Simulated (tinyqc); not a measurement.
# Worked calculation: front-illuminated p-i-n photodiode, quantum efficiency and bandwidth

Numbers from tinyqc (`OMP_NUM_THREADS=1 python tinyqc.py 2250036 2250037 out.jsonl`; about 0.01 s on one thread of a shared Intel Xeon 2.30GHz). Printed values are rounded.

Light enters through a p layer (0 to xp), a depleted layer (xp to xp + wi) and a thick n substrate, decaying as exp(-al x); one pass, no back reflection. Carriers made in the depleted layer are all collected; those in the neutral layers diffuse.

Values chosen for this exercise; values close to those of silicon at this wavelength: wavelength lam = 850 nm; absorption coefficient al = 513 1/cm; reflectance of the front face Rf = 0.05; relative permittivity eps_r = 12.2; thickness of the front p layer xp = 0.072 um; thickness of the depleted layer wi = 7.5 um; electron diffusion coefficient in the p layer Dn = 5 cm^2/s; electron diffusion length in the p layer Ln = 9.7 um; recombination velocity of the front surface S = 70000 cm/s; hole diffusion length in the thick n substrate Lp = 6.8 um; electron drift velocity ve = 9.92e6 cm/s; hole drift velocity vh = 7.23e6 cm/s; diameter dia = 48 um; load resistance RL = 50 ohm; parasitic capacitance Cp = 9 fF; modulation frequency f = 7.2 GHz.

Constants: q = 1.602176634e-19 C, h = 6.62607015e-34 J s, c = 299792458 m/s, eps0 = 8.8541878128e-14 F/cm where lengths are in cm. Results are converted to the units shown.

## Quantum efficiency

k = al Ln, s = S Ln/Dn, e = exp(-al xp); front layer f1 = (k/(k^2 - 1)) {[s + k - e (s cosh(xp/Ln) + sinh(xp/Ln))]/[s sinh(xp/Ln) + cosh(xp/Ln)] - k e}; depleted layer f2 = e (1 - exp(-al wi)); substrate f3 = e exp(-al wi) al Lp/(1 + al Lp); external efficiency (1 - Rf)(f1 + f2 + f3); responsivity = efficiency q lam/(h c).

s = 13.58
f1 = 0.00351782
f2 = 0.318202
f3 = 0.175375
external efficiency = 0.472240
responsivity = 0.323754 A/W

The front layer absorbs 0.369 % of the light that enters and collects 95.4 % of that. Diffusion from the neutral layers makes up 36.0 % of the current.

## Response at one frequency

Drift response for pairs made in the depleted layer, a = al wi, g = 1 - exp(-a), u = 2 pi i f, te = wi/ve, th = wi/vh: electrons He = [g - a (exp(-a) - exp(-u te))/(u te - a)]/(u te g), holes Hh = [g - a (1 - exp(-a - u th))/(a + u th)]/(u th g); C = eps0 eps_r pi (dia/2)^2/wi + Cp; total |He + Hh|/sqrt(1 + (2 pi f RL C)^2), for the current of the depleted layer alone.

te = 75.6048 ps
th = 103.734 ps
He = 0.163835-0.339133i
Hh = 0.058091-0.245552i
|He + Hh| = 0.625386
C = 35.0627 fF
total response = 0.623428

The drift response alone falls to 1/sqrt(2) at 6.18 GHz and the RC term alone at 90.8 GHz; together they give 6.16 GHz.
